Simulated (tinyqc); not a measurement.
Ion-assisted plasma etching: sheath, surface coverage, synergy and aspect-ratio dependence: one step, computed by the program tinyqc.

Radicals adsorb on bare sites; ions remove covered sites with a high yield and bare sites by sputtering; a slow spontaneous reaction acts everywhere, walls included.

Question. Open-field etch rate. Steady coverage: s G_n (1 - theta) = x Y G_i theta; removal flux = Y G_i theta + Y_p G_i (1 - theta) + k_c G_n; rate = flux/N, 1 cm/s = 6e8 nm/min. Lateral rate = k_c G_n/N; anisotropy = 1 - lateral/vertical; synergy = vertical/(ions alone + radicals alone), with ions alone Y_p G_i/N and radicals alone the lateral rate.

Inputs (values chosen for the exercise, close to those used for silicon in a halogen plasma):

| quantity | value | unit |
|---|---|---|
| gas temperature T_g | 350 | K |
| sticking coefficient s | 0.17 | - |
| radicals per removed unit x | 4 | - |
| spontaneous reaction probability k_c | 0.00012 | - |
| solid density N | 5e+22 | 1/cm^3 |

Feature: round hole.

yield Y = 1.569092

sputter yield Y_p = 0.4931291

ion flux G_i = 1.223889e+15 1/(cm^2 s)

radical flux G_n = 2.055983e+17 1/(cm^2 s)

Give: coverage theta; vertical rate; lateral rate; anisotropy; synergy.

Answer.

coverage theta = 0.81982

vertical rate = 20.494 nm/min

lateral rate = 0.29606 nm/min

anisotropy = 0.98555

synergy = 2.7185

The surface is nearly saturated: ions limit the ion-assisted part. Caution: a sheath of several millimetres is collisional at usual pressures, which lowers the ion energy and widens the angles.
